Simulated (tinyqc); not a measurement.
Worked calculation: lattice vibrations of a chain. Computed by tinyqc, a small Python program that keeps every step. Command: `OMP_NUM_THREADS=1 python tinyqc.py 27117 27118 out.jsonl` (the two numbers bound the seeds that draw the settings). One thread of a shared host (Intel(R) Xeon(R) Processor @ 2.60GHz), about 0.01 s of CPU time with the checks.

## Dynamical matrix at q = 0.16

A chain moving along its axis:
```
atom                mass (u)  spring to the next atom (eV/angstrom^2)
1                  74.100000                                19.500000
2                  80.500000                                19.800000
3                  59.200000                                 2.400000
second neighbours          -                                 1.400000
```

q is in units of 2 pi/a. A spring k from atom i to atom j, n cells on, adds k to Phi_ii and Phi_jj, -k exp(2 pi i q n) to Phi_ij and the conjugate to Phi_ji (for one atom a cell: 2k (1 - cos 2 pi q n)); D_ij = Phi_ij / sqrt(m_i m_j).

D(q) (eV/(angstrom^2 u)), lower triangle (Hermitian):
```
                     1                    2         3
1             0.333333
2  -0.262193-0.015305i             0.522981
3  -0.040554-0.030595i  -0.297685-0.017123i  0.422297
```

## Frequencies

omega^2 are the eigenvalues; wavenumber = 521.4708 sqrt(eigenvalue) 1/cm.

eigenvalues: 0.018877  0.417650  0.842085

wavenumbers (1/cm): 71.6  337.0  478.5

weights |e|^2 of the mass-weighted modes:
```
          mode 1    mode 2    mode 3
atom 1  0.348662  0.522412  0.128926
atom 2  0.378579  0.017563  0.603858
atom 3  0.272758  0.460025  0.267216
```

## Dispersion and heat capacity

C/k_B per atom = mean over q = (j + 1/2)/80, j = 0..39 and all branches of y^2 e^y/(e^y - 1)^2, y = hc wavenumber / k_B T.

Wavenumbers (1/cm):
```
q           branch 1    branch 2    branch 3
0.000000    0.000000  342.154896  480.234655
0.062500   28.571564  341.354551  479.954200
0.125000   56.517793  338.983217  479.156984
0.187500   83.166857  335.149151  477.968218
0.250000  107.740597  330.098482  476.573450
0.312500  129.270460  324.316257  475.187764
0.375000  146.500441  318.648833  474.020927
0.437500  157.877814  314.338119  473.245645
0.500000  161.893679  312.699646  472.974275
```

Heat capacity:
```
T (K)  C/k_B per atom
20           0.068103
50           0.182099
100          0.358054
200          0.665538
300          0.817152
600          0.947253
1200         0.986296
```

zero-point energy per atom = 18.690768 meV
